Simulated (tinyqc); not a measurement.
Read current of a NAND string, cells in series solved by shooting: one step of the calculation.

Cells in series, numbered from 0 at the source line (0 V) to the bit line, each followed by a gap resistance Rg. A cell with gate Vg, threshold VT, source Vs and drain Vd passes I = 2 nf K Vt^2 [F(Vs) - F(Vd)]/(1 + th max(Vg - VT, 0)), F(V) = ln^2(1 + exp((Vg - VT - nf V)/(2 nf Vt))). The selected cell has Vg = Vr, the others Vg = Vp.

Question. Node voltages for a trial current. For a trial current I start at 0 V and, cell by cell (the selected one is cell 2), solve for the drain: sqrt(F(Vd)) = sqrt(F(Vs) - I/k), k = 2 nf K Vt^2/(1 + th max(Vg - VT, 0)), Vd = [Vg - VT - 2 nf Vt ln(exp(sqrt F) - 1)]/nf, then add I Rg.

Inputs (values chosen for the exercise); values of the order met in vertical NAND strings:
```
symbol  value    unit                                 meaning
T         300       K                             temperature
K          15  uA/V^2                   gain factor of a cell
nf        1.7                                    slope factor
th       0.11     1/V               mobility reduction factor
Rg         11    kohm     resistance of the gap between cells
Vbl       0.3       V                        bit-line voltage
Vp        7.4       V                            pass voltage
Vr       1.54       V  read voltage on the selected word line
```

Constants: q = 1.602176634e-19 C, kB = 1.380649e-23 J/K, Vt = kB T/q. Results are converted to the units shown.

first trial current = 0.54 uA
thresholds from the source end, cell 0 to 4 (V): -1.4  -1.4  0.9  -1.4  4.2

Wanted: node voltage after each cell and gap, trial 1.

Answer.

node voltage after each cell and gap, trial 1, cell 0 to 4 (V): 0.013997  0.028016  0.10675  0.12091  0.14318

tinyqc, about 0.6 s, one thread, Intel Xeon 2.30GHz (shared host): `OMP_NUM_THREADS=1 python tinyqc.py 2142047 2142048 out.jsonl`
